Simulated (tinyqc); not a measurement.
# Reverse leakage of an n+-p junction: diffusion, generation, trap-assisted and band-to-band tunnelling, step by step

Numbers from tinyqc (`OMP_NUM_THREADS=1 python tinyqc.py 2290168 2290169 out.jsonl`; about 0.01 s on one thread of a shared Intel Xeon 2.30GHz). Printed values are rounded.

One-sided abrupt junction in the depletion approximation, x from the junction (0) to W on the p side, field F = F0 (1 - x/W). Flat quasi-Fermi levels, long p side. Traps generate through SRH with both lifetimes shortened by 1 + Gamma (Hurkx enhancement, form for moderate fields); band-to-band generation is local and needs a total bending above Eg.

Parameters, values chosen for the exercise; band and dielectric values close to those of silicon: temperature T = 250 K; band gap Eg = 1.13 eV; relative permittivity eps_r = 11.5; conduction-band density of states at T Nc = 2.16e19 cm^-3; valence-band density of states at T Nv = 1.99e19 cm^-3; acceptor density of the lighter side Na = 1.7e17 cm^-3; donor density of the heavier side Nd = 1e20 cm^-3; SRH lifetime of both carriers at zero field tau = 4e-9 s; trap level above the intrinsic level Et = 0 eV; tunnelling mass mt = 0.24 m0; electron diffusion coefficient on the lighter side Dn = 17 cm^2/s; band-to-band prefactor Ab = 6.7e14 cm^-0.5 V^-2.5 s^-1; band-to-band field constant Bb = 1.96e7 V/cm; reverse bias VR = 0.5 V.

Constants: q = 1.602176634e-19 C, kB = 1.380649e-23 J/K, hbar = 1.054571817e-34 J s, m0 = 9.1093837015e-31 kg, Vt = kB T/q, eps0 = 8.8541878128e-14 F/cm where lengths are in cm. Results are converted to the units shown.

Range of the model: The n+ side is degenerate, so Vbi from Boltzmann statistics is only a guide.

## Field, scales and diffusion current

ni = sqrt(Nc Nv) exp(-Eg/(2 Vt)), Eg in volts; Vbi = Vt ln(Na Nd/ni^2); W = sqrt(2 eps0 eps_r (Vbi + VR)/(q Na)); F0 = 2 (Vbi + VR)/W; FG = sqrt(24 mt m0 (kB T)^3)/(q hbar); J_diff = q ni^2 sqrt(Dn/tau)(1 - exp(-VR/Vt))/Na.

ni = 8.44802e7 cm^-3
Vbi = 1.06041 V
W = 108.014 nm
F0 = 288.929 kV/cm
FG = 274.919 kV/cm
J_diff = 4.38496e-16 A/cm^2

## Generation rates across the layer

u = (Vbi + VR)(1 - x/W)^2, p = Na exp(-u/Vt), n = Nd exp((u - Vbi - VR)/Vt); G0 = ni^2 (1 - exp(-VR/Vt))/(tau (n + p + 2 ni cosh(Et/Vt))); Gamma = 2 sqrt(3 pi)(F/FG) exp((F/FG)^2); trap-assisted part G0 Gamma; G_bb = Ab F^2.5 exp(-Bb/F) with F in V/cm, zero unless Vbi + VR > Eg, and counted as zero under 1 cm^-3 s^-1. 12 equal steps.

```
point   x (nm)  F (kV/cm)     Gamma  G0 (cm^-3 s^-1)  G0 Gamma (cm^-3 s^-1)  G_bb (cm^-3 s^-1)
0        0.000    288.929   19.4733          17842.2              3.47447e5                  0
1        9.001    264.851   14.9635        1.88691e9             2.82348e10                  0
2       18.002    240.774   11.5794       7.24713e13             8.39175e14                  0
3       27.003    216.697   9.00819       1.04531e16             9.41631e16                  0
4       36.005    192.619   7.02838       1.05599e16             7.42189e16                  0
5       45.006    168.542   5.48145       1.03540e16             5.67552e16                  0
6       54.007    144.464   4.25250       7.15569e14             3.04295e15                  0
7       63.008    120.387   3.25702       3.03440e12             9.88309e12                  0
8       72.009     96.310   2.43181       3.28220e10             7.98169e10                  0
9       81.010     72.232   1.72851        9.70580e8              1.67766e9                  0
10      90.011     48.155   1.10898        7.84860e7              8.70398e7                  0
11      99.012     24.077  0.541879        1.73560e7              9.40482e6                  0
12     108.014      0.000         0        1.04954e7                      0                  0
```

## Current components

Each current is q times the trapezoid sum of its rate; J adds J_diff; J_bb under 1e-8 of the sum is given as 0.

J_SRH = 4.63764e-9 A/cm^2
J_TAT = 3.30292e-8 A/cm^2
J_bb = 0 A/cm^2
J = 3.76669e-8 A/cm^2

A fine grid gives J = 3.802e-8 A/cm^2; the coarse sum is 0.94 % below it. On the fine grid the largest part is trap-assisted tunnelling (87.7 %). The simple estimate q ni W/(2 tau cosh(Et/Vt)) is 3.90 times the fine-grid J_SRH of 4.686e-9 A/cm^2, since near both edges n or p is large enough to quench generation.
